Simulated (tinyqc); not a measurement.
Double-gate transistor, scale length and short-channel effects: one step of the calculation.

A body of thickness ts between two insulators of thickness ti and two tied gates. Below threshold the potential that source and drain add obeys Laplace's equation and vanishes on the gate. Its lowest mode decays along the channel as exp(-k y); k is the smallest positive root of the matching condition at the interface, and the scale length is Lambda = pi/k.

Task. Scan of the matching condition. f(k) = ei cos(k ti) cos(k ts/2) - eps_r sin(k ti) sin(k ts/2).

Inputs (values chosen for the exercise); permittivities: semiconductor close to that of germanium, insulator close to that of hafnium oxide:
```
symbol  value  unit                                     meaning
eps_r    15.9        relative permittivity of the semiconductor
ei       22.9            relative permittivity of the insulator
ti         13    nm                         insulator thickness
ts        6.9    nm                              body thickness
```

| point | k (1/nm) |
|---|---|
| 0 | 0.0175 |
| 1 | 0.035 |
| 2 | 0.0525 |
| 3 | 0.07 |
| 4 | 0.0875 |
| 5 | 0.105 |
| 6 | 0.1225 |
| 7 | 0.14 |

Wanted: f(k).

Result.

| point | f(k) |
|---|---|
| 0 | 22.05 |
| 1 | 19.58 |
| 2 | 15.67 |
| 3 | 10.64 |
| 4 | 4.89 |
| 5 | -1.14 |
| 6 | -6.97 |
| 7 | -12.16 |

The first change of sign lies between k = 0.0875 and 0.105 1/nm.

Program tinyqc, `OMP_NUM_THREADS=1 python tinyqc.py 2420017 2420018 out.jsonl`; Intel Xeon 2.30GHz, shared host, one thread, about 0.01 s.
